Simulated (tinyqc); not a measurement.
Liquidus of a compound AB in a simple-solution melt, liquid-phase epitaxy and vapour pressures: one step, computed by the program tinyqc. Command: `OMP_NUM_THREADS=1 python tinyqc.py 3016940 3016941 out.jsonl liq35 walk`. One thread of a shared host (Intel(R) Xeon(R) Processor @ 2.30GHz), about 0.06 s of CPU time with the checks.

x is the atom fraction of B in the melt. The melt is a simple solution: R T ln gamma_B = W (1 - x)^2, R T ln gamma_A = W x^2, W = a + b T. The solid AB is stoichiometric.

Task: Layer thickness. Semi-infinite melt (Hsieh): step d = 2 dT sqrt(D t/pi)/(C_S m); ramp d = (4/3) c sqrt(D/pi) t^(3/2)/(C_S m); supercooling is their sum. A melt of depth w can give at most w (undercooling)/(C_S m).

Inputs (values chosen for the exercise, for a model compound):
```
quantity                     value    unit
saturation temperature T      1437       K
step dT                        8.1       K
cooling rate c                 1.4   K/min
growth time t                  3.9     min
diffusivity in the melt D  5.6e-05  cm^2/s
melt depth w                   9.4      mm
```

Growth programme: ramp cooling.

C_S = 2.469627e+22 1/cm^3

slope m = 4.413223e-20 K cm^3

Give: thickness d; largest thickness from this melt; sqrt(D t)/w.

Result:

thickness d = 4.3139 micrometre

largest thickness from this melt = 47.090 micrometre

sqrt(D t)/w = 0.12178

The layer uses 9 % of what the melt could give.
